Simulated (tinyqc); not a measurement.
Ion implantation: universal nuclear stopping, Lindhard-Scharff electronic stopping and a Gaussian range profile: one step, computed by the program tinyqc.

An ion slows by elastic collisions with screened nuclei and by friction with electrons; channelling is ignored and the target is uniform.

Question. Stopping at the entry energy. Reduced energy eps = 32.53 M2 E/(Z1 Z2 (M1 + M2)(Z1^0.23 + Z2^0.23)), E in keV; s_n = ln(1 + 1.1383 eps)/(2 (eps + 0.01321 eps^0.21226 + 0.19593 eps^0.5)) for eps up to 30 and ln(eps)/(2 eps) above; S_n = 8.462 Z1 Z2 M1 s_n/((M1 + M2)(Z1^0.23 + Z2^0.23)) in 1e-15 eV cm^2. S_e = k 3.83 Z1^(7/6) Z2/(Z1^(2/3) + Z2^(2/3))^(3/2) sqrt(E/M1) in 1e-15 eV cm^2, E in keV. dE/dx = N (S_n + S_e); 1e-15 eV cm^2 = 0.1 eV nm^2.

Inputs (values chosen for the exercise, modelled on nitrogen ions in silicon):

| quantity | value | unit |
|---|---|---|
| ion atomic number Z1 | 7 | - |
| ion mass M1 | 14 | u |
| target atomic number Z2 | 14 | - |
| target mass M2 | 28.09 | u |
| target density N | 49.94 | 1/nm^3 |
| ion energy E | 99 | keV |
| scale factor of electronic stopping k | 1.4 | - |

Give: reduced energy eps; s_n; S_n; S_e; energy loss dE/dx.

Answer.

reduced energy eps = 6.4516

s_n = 0.15221

S_n = 12.351 x 1e-15 eV cm^2

S_e = 66.338 x 1e-15 eV cm^2

energy loss dE/dx = 392.97 eV/nm

Electronic stopping carries 84 % of the loss at entry.
